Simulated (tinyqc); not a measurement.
Comparisons within one model: hole subbands of a hard-walled well, four-band Luttinger model. A value that a table varies takes the place of the one given here.

Hole energies are counted downwards from the unstrained band edge, c = hbar^2/2m0. After the usual block transformation one block is H = [[P + Q - Zs, R - i S], [R + i S, P - Q + Zs]] in (heavy, light), with P +/- Q = c [(g1 +/- g2) k^2 + (g1 -/+ 2 g2) kz^2], R = sqrt(3) c gR k^2, S = 2 sqrt(3) c g3 k kz, kz = -i d/dz; axial approximation gR = (g2 + g3)/2. Zs = b (e_par - e_perp) is the shear part of the strain (the hydrostatic part shifts all levels alike and is left out). Basis sqrt(2/L) sin(n pi z/L), n = 1 to N, for each component: kz^2 gives (n pi/L)^2 and the heavy-light block is R delta_nm - 2 sqrt(3) c g3 k D_nm with D_nm = 4 n m/(L (n^2 - m^2)) for n + m odd, 0 otherwise. The other block has the same levels. The split-off band is left out, a severe simplification for a spin-orbit splitting near 0.11 eV.

Constants: hbar^2/2m0 = 3.80998211 eV angstrom^2.

Parameters, chosen for this exercise (near those of InP; not measured data): g1 = 5.08 (Luttinger gamma1); g2 = 1.61 (gamma2); g3 = 2.08 (gamma3); L = 120 angstrom (well width along [001]); k = 0.0143 1/angstrom (wave vector in the plane); Zlist = (-0.0155, -0.0109, -0.0075, -0.0017, 0, 0.0058, 0.0182) eV (shear strain energies (negative: tension in the plane, for b < 0)).

## Which coupling does what

shear strain energy Zs = 0.025060 eV
N = 20, at the given k. Diagonal: R = S = 0. Along [100] and [110] gR is g2 and g3 instead of their mean.

Hole energies (meV):
```
model         E1     E2     E3     E4
diagonal  -14.99  -0.42  23.87  49.44
R alone   -15.09  -0.47  23.83  49.53
S alone   -15.64  -3.06  19.74  48.12
axial     -15.74  -3.11  19.72  48.18
[100]     -15.71  -3.10  19.72  48.16
[110]     -15.76  -3.12  19.71  48.19
```

The couplings move E1 by -0.74 meV: R alone by -0.10, S alone by -0.65, so S matters more at k L/pi = 0.55 (R grows as k^2 and joins equal n, S as k and joins n of opposite parity). Warping spreads E1 by 0.05 meV between [100] and [110], the hole being heavier along [110]; the axial value lies between them.

## Strain

N = 20. dE is the rise of the top subband from k = 0 to k1 = pi/(4L), m1 = c k1^2/dE (dash if dE is not positive), and the heavy weight is taken at k = pi/L.

Top subband:
```
Zs (eV)  HH1 (meV)  LH1 (meV)  dE (meV)  heavy weight  m1 (m0)
-0.0155       20.4        6.2    -0.027         0.182        -
-0.0109       15.8       10.8    -0.289         0.257        -
-0.0075       12.4       14.2     0.498         0.335    0.328
-0.0017        6.6       20.0     0.853         0.520    0.191
0.0000         4.9       21.7     0.867         0.582    0.188
0.0058        -0.9       27.5     0.899         0.776    0.181
0.0182       -13.3       39.9     0.941         0.934    0.173
```

HH1 and LH1 cross at Zs = -2 c g2 (pi/L)^2 = -0.0084 eV; for more negative Zs the light hole is on top. Among the rows with HH1 on top, m1 goes from 0.328 to 0.173 m0 as the splitting widens from 2 to 53 meV, against the unmixed 1/(g1 + g2) = 0.149: compression lightens the holes here. A dash marks a top subband whose hole energy at k1 lies below that at k = 0: an electron-like (negative) mass. m1 describes the neighbourhood of k = 0 only; where HH1 and LH1 lie close, the band may peak further out.

tinyqc: `OMP_NUM_THREADS=1 python tinyqc.py 1252025 1252026 out.jsonl`; about 0.1 s, one thread, shared Intel(R) Xeon(R) Processor @ 2.30GHz.
